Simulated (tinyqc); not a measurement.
Worked calculation: current of a Schottky diode by thermionic-emission-diffusion theory, and its read-back from I-V-T and C-V data. Computed by tinyqc, a small Python program that keeps every step. Command: `OMP_NUM_THREADS=1 python tinyqc.py 3018608 3018609 out.jsonl schottky walk`. One thread of a shared host (Intel(R) Xeon(R) Processor @ 2.30GHz), about 0.01 s of CPU time with the checks. Intermediate numbers are printed to about 7 digits and carried at full precision; extremes and crossings named in words are read from the listed rows.

Full ionisation, no tunnelling, no recombination current. V is the voltage across the junction itself, forward positive.

Inputs (values chosen for the exercise, modelled on n-type GaN):
```
quantity,value,unit
Richardson constant A*,26.9,A/(cm^2 K^2)
"effective density of states at 300 K, N_c",2.4e+18,1/cm^3
permittivity eps,9.7,-
mobility mu,1000,cm^2/(V s)
barrier without image force phi_0,0.9,eV
doping N,3.9e+15,1/cm^3
series resistance R_s,11,milliohm cm^2
junction voltage V,0.29,V
temperature T,300,K
```

Barrier: uniform.

Constants: k_B = 8.617333262e-05 eV/K; e = 1.602176634e-19 C; eps_0 = 8.8541878128e-12 F/m.

## Barrier at the given bias

N_c(T) = N_c (T/300 K)^(3/2); V_bi = phi_0 - (k_B T/e) ln(N_c(T)/N); surface field F = sqrt(2 e N (V_bi - V - k_B T/e)/(eps eps_0)); image lowering d_phi = sqrt(e F/(4 pi eps eps_0)); effective barrier phi = phi_0 - d_phi.

built-in voltage V_bi = 0.7339721 V

surface field F = 24.66566 kV/cm

image lowering = 19.13535 meV

effective barrier phi = 0.8808646 eV

## Current

Collection velocity v_R = A* T^2/(e N_c(T)); diffusion velocity v_D = mu F; J = e N_c(T) v_R/(1 + v_R/v_D) exp(-phi/k_B T) [exp(e V/k_B T) - 1]. Terminal voltage V + J R_s.

v_R = 6296122 cm/s

v_D = 2.466566e+07 cm/s

current density J = 2.286475e-04 A/cm^2

terminal voltage = 0.2900025 V

v_D/v_R = 3.92: both steps matter.

## Read-back from the I-V curve

Ideality n = (e/k_B T)/(d ln J/dV) by a central difference of +/- 1 mV; J_0 = J exp(-e V/(n k_B T)); apparent barrier phi_IV = k_B T ln(A* T^2/J_0); a C-V plot gives phi_CV = phi_0, the mean without lowering.

ideality factor n = 1.018034

extrapolated J_0 = 3.746983e-09 A/cm^2

apparent barrier phi_IV = 0.8816051 eV

phi_CV - phi_IV = 18.39495 meV

n exceeds 1 because forward bias lowers the field, which weakens the image lowering and v_D.

## Temperature series and Richardson plot

A least-squares line of ln(J_0/T^2) against 1/(k_B T) gives a barrier (minus the slope) and a Richardson constant (exp of the intercept).

At the same junction voltage:
```
T (K),1/k_B T (1/eV),n,J_0 (A/cm^2),phi_IV (eV),ln(J_0/T^2)
200,58.02259,1.013106,7.471587e-17,0.8793403,-47.72947
250,46.41807,1.015258,2.999321e-12,0.8804261,-37.57556
300,38.68173,1.018034,3.746983e-09,0.8816051,-30.80988
350,33.15577,1.021633,6.387115e-07,0.8828572,-25.97968
400,29.01130,1.026361,3.118935e-05,0.8841553,-22.35836
450,25.78782,1.032735,6.601281e-04,0.8854451,-19.54157
```

barrier from the Richardson plot = 0.8744483 eV

Richardson constant from the plot = 20.32331 A/(cm^2 K^2)

From 200 to 450 K n goes from 1.013 to 1.033 and phi_IV from 0.879 to 0.885 eV. The plot returns 0.874 eV against phi_0 = 0.9 and a constant 0.756 times the true A*.

## Forward curve with series resistance

Terminal voltage V + J R_s; apparent ideality from neighbouring rows, (e/k_B T) dV_terminal/d ln J.

Forward curve; the last column belongs to the interval up to the next row:
```
V (V),J (A/cm^2),terminal voltage (V),apparent n
0.171,2.459066e-06,0.171000,1.01453
0.237,3.045425e-05,0.237000,1.01728
0.303,3.746514e-04,0.303004,1.02105
0.369,4.573790e-03,0.369050,1.03378
0.436,5.734245e-02,0.436631,1.13940
0.502,6.801038e-01,0.509481,2.28872
0.568,7.808670e+00,0.653895,14.91978
0.635,8.573075e+01,1.578038,-
```

The resistance takes over where J R_s exceeds k_B T/e, at J = 2.35 A/cm^2; the apparent ideality climbs from 1.01 to 14.9, so barrier and n must be read below that current.

Checks made by the program: v_D = mu F against the drift-diffusion integral over the parabolic barrier, a ratio 2 y Dawson(y) with y^2 = (V_bi - V)/(k_B T/e) - 1 (relative difference 3e-02).
